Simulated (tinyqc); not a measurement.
Worked calculation: RHF in the sto-3g basis, for BeH2, spin multiplicity 1. One step of it, computed by the program tinyqc.

Task: Iteration 1: building the Fock matrix. J_ij = sum D_kl (ij|kl), K_ij = sum D_kl (ik|jl); F = H + J - 0.5 K; E = tr D H + tr D J / 2 - 0.25 tr D K + E_nn.

D at the start, lower triangle:
```
            1Be 1s    1Be 2s   1Be 2px    1Be 2py   1Be 2pz      2H 1s     3H 1s
1Be 1s    2.142409
1Be 2s   -0.540804  2.023704
1Be 2px   0.000000  0.000000  0.000000
1Be 2py   0.000000  0.000000  0.000000   2.141990
1Be 2pz  -0.025428  0.103549  0.000000   0.000000  0.005301
2H 1s    -0.006905  0.073795  0.000000  -0.084807  0.003790   0.006131
3H 1s    -0.006905  0.073795  0.000000   0.084807  0.003790  -0.000585  0.006131
```

core Hamiltonian H = T + V (hartree), lower triangle:
```
            1Be 1s     1Be 2s    1Be 2px    1Be 2py    1Be 2pz      2H 1s      3H 1s
1Be 1s   -8.521978
1Be 2s   -2.102206  -2.737802
1Be 2px   0.000000   0.000000  -2.212065
1Be 2py   0.000000   0.000000   0.000000  -2.384788
1Be 2pz  -0.000934  -0.008841   0.000000   0.000000  -2.212311
2H 1s    -0.311358  -0.912315   0.000000  -1.027165  -0.039465  -1.936953
3H 1s    -0.311358  -0.912315   0.000000   1.027165  -0.039465  -0.040731  -1.936953
```

Two-electron integrals (ij|kl) in chemists' order, unique and non-zero (hartree):
```
(11|11) 2.298831    (21|11) 0.392036    (21|21) 0.079539    (22|11) 0.570988
(22|21) 0.143041    (22|22) 0.417683    (31|31) 0.014607    (32|31) 0.021888
(32|32) 0.092265    (33|11) 0.569578    (33|21) 0.143083    (33|22) 0.417589
(33|33) 0.449859    (41|41) 0.014607    (42|41) 0.021888    (42|42) 0.092265
(43|43) 0.024249    (44|11) 0.569578    (44|21) 0.143083    (44|22) 0.417589
(44|33) 0.401360    (44|44) 0.449859    (51|51) 0.014607    (52|51) 0.021888
(52|52) 0.092265    (53|53) 0.024249    (54|54) 0.024249    (55|11) 0.569578
(55|21) 0.143083    (55|22) 0.417589    (55|33) 0.401360    (55|44) 0.401360
(55|55) 0.449859    (61|11) 0.056513    (61|21) 0.011459    (61|22) 0.020791
(61|33) 0.020651    (61|41) 0.001007    (61|42) 0.001908    (61|44) 0.021080
(61|51) 0.000038    (61|52) 0.000072    (61|54) 0.000016    (61|55) 0.020652
(61|61) 0.001730    (62|11) 0.156263    (62|21) 0.039822    (62|22) 0.129291
(62|33) 0.124166    (62|41) 0.005163    (62|42) 0.033483    (62|44) 0.139399
(62|51) 0.000195    (62|52) 0.001265    (62|54) 0.000575    (62|55) 0.124188
(62|61) 0.006347    (62|62) 0.063191    (63|31) 0.003392    (63|32) 0.016495
(63|43) 0.005581    (63|53) 0.000211    (63|63) 0.005294    (64|11) 0.175023
(64|21) 0.045097    (64|22) 0.153242    (64|33) 0.144219    (64|41) 0.008274
(64|42) 0.051696    (64|44) 0.171108    (64|51) 0.000184    (64|52) 0.001330
(64|54) 0.000805    (64|55) 0.144242    (64|61) 0.007458    (64|62) 0.084590
(64|64) 0.116089    (65|11) 0.006611    (65|21) 0.001703    (65|22) 0.005788
(65|33) 0.005447    (65|41) 0.000184    (65|42) 0.001330    (65|44) 0.006041
(65|51) 0.003399    (65|52) 0.016545    (65|54) 0.005604    (65|55) 0.005870
(65|61) 0.000282    (65|62) 0.003195    (65|64) 0.004185    (65|65) 0.005452
(66|11) 0.326466    (66|21) 0.084588    (66|22) 0.308981    (66|33) 0.287178
(66|41) 0.011959    (66|42) 0.102908    (66|44) 0.352189    (66|51) 0.000452
(66|52) 0.003887    (66|54) 0.002456    (66|55) 0.287271    (66|61) 0.013715
(66|62) 0.197531    (66|64) 0.279026    (66|65) 0.010539    (66|66) 0.774606
(71|11) 0.056513    (71|21) 0.011459    (71|22) 0.020791    (71|33) 0.020651
(71|41) -0.001007   (71|42) -0.001908   (71|44) 0.021080    (71|51) 0.000038
(71|52) 0.000072    (71|54) -0.000016   (71|55) 0.020652    (71|61) 0.001581
(71|62) 0.005361    (71|64) 0.005891    (71|65) 0.000241    (71|66) 0.011323
(71|71) 0.001730    (72|11) 0.156263    (72|21) 0.039822    (72|22) 0.129291
(72|33) 0.124166    (72|41) -0.005163   (72|42) -0.033483   (72|44) 0.139399
(72|51) 0.000195    (72|52) 0.001265    (72|54) -0.000575   (72|55) 0.124188
(72|61) 0.005361    (72|62) 0.030641    (72|64) 0.033748    (72|65) 0.001537
(72|66) 0.070029    (72|71) 0.006347    (72|72) 0.063191    (73|31) 0.003392
(73|32) 0.016495    (73|43) -0.005581   (73|53) 0.000211    (73|63) 0.001926
(73|73) 0.005294    (74|11) -0.175023   (74|21) -0.045097   (74|22) -0.153242
(74|33) -0.144219   (74|41) 0.008274    (74|42) 0.051696    (74|44) -0.171108
(74|51) -0.000184   (74|52) -0.001330   (74|54) 0.000805    (74|55) -0.144242
(74|61) -0.005891   (74|62) -0.033748   (74|64) -0.036412   (74|65) -0.001669
(74|66) -0.077184   (74|71) -0.007458   (74|72) -0.084590   (74|74) 0.116089
(75|11) 0.006611    (75|21) 0.001703    (75|22) 0.005788    (75|33) 0.005447
(75|41) -0.000184   (75|42) -0.001330   (75|44) 0.006041    (75|51) 0.003399
(75|52) 0.016545    (75|54) -0.005604   (75|55) 0.005870    (75|61) 0.000241
(75|62) 0.001537    (75|64) 0.001669    (75|65) 0.002001    (75|66) 0.003570
(75|71) 0.000282    (75|72) 0.003195    (75|74) -0.004185   (75|75) 0.005452
(76|11) 0.006847    (76|21) 0.001695    (76|22) 0.004815    (76|33) 0.004754
(76|44) 0.004932    (76|51) 0.000018    (76|52) 0.000089    (76|55) 0.004757
(76|61) 0.000247    (76|62) 0.001527    (76|64) 0.001831    (76|65) 0.000085
(76|66) 0.003728    (76|71) 0.000247    (76|72) 0.001527    (76|74) -0.001831
(76|75) 0.000085    (76|76) 0.000056    (77|11) 0.326466    (77|21) 0.084588
(77|22) 0.308981    (77|33) 0.287178    (77|41) -0.011959   (77|42) -0.102908
(77|44) 0.352189    (77|51) 0.000452    (77|52) 0.003887    (77|54) -0.002456
(77|55) 0.287271    (77|61) 0.011323    (77|62) 0.070029    (77|64) 0.077184
(77|65) 0.003570    (77|66) 0.163829    (77|71) 0.013715    (77|72) 0.197531
(77|74) -0.279026   (77|75) 0.010539    (77|76) 0.003728    (77|77) 0.774606
```

nuclear repulsion = 2.78327538 hartree

Give: Coulomb J; exchange K; Fock matrix F; total energy of this density.

Result:

Coulomb J (hartree), lower triangle:
```
         1Be 1s  1Be 2s  1Be 2px  1Be 2py  1Be 2pz   2H 1s   3H 1s
1Be 1s   6.8689
1Be 2s   1.3478  2.8000
1Be 2px  0.0000  0.0000   2.7632
1Be 2py  0.0000  0.0000   0.0000   2.8632
1Be 2pz  0.0038  0.0182   0.0000   0.0000   2.7634
2H 1s    0.1956  0.8481   0.0000   0.9975   0.0401  1.9745
3H 1s    0.1956  0.8481   0.0000  -0.9975   0.0401  0.0331  1.9745
```

exchange K (hartree), lower triangle:
```
         1Be 1s  1Be 2s  1Be 2px  1Be 2py  1Be 2pz   2H 1s   3H 1s
1Be 1s   4.6948
1Be 2s   0.8301  1.0855
1Be 2px  0.0000  0.0000   0.2494
1Be 2py  0.0000  0.0000   0.0000   1.1165
1Be 2pz  0.0025  0.0504   0.0000   0.0000   0.2517
2H 1s    0.1326  0.3825   0.0000   0.4035   0.0196  0.3611
3H 1s    0.1326  0.3825   0.0000  -0.4035   0.0196  0.0051  0.3611
```

Fock matrix F (hartree), lower triangle:
```
          1Be 1s   1Be 2s  1Be 2px  1Be 2py  1Be 2pz    2H 1s    3H 1s
1Be 1s   -4.0005
1Be 2s   -1.1695  -0.4806
1Be 2px   0.0000   0.0000   0.4264
1Be 2py   0.0000   0.0000   0.0000  -0.0798
1Be 2pz   0.0016  -0.0158   0.0000   0.0000   0.4253
2H 1s    -0.1820  -0.2554   0.0000  -0.2314  -0.0092  -0.1430
3H 1s    -0.1820  -0.2554   0.0000   0.2314  -0.0092  -0.0102  -0.1430
```

total energy of this density = -14.730128 hartree
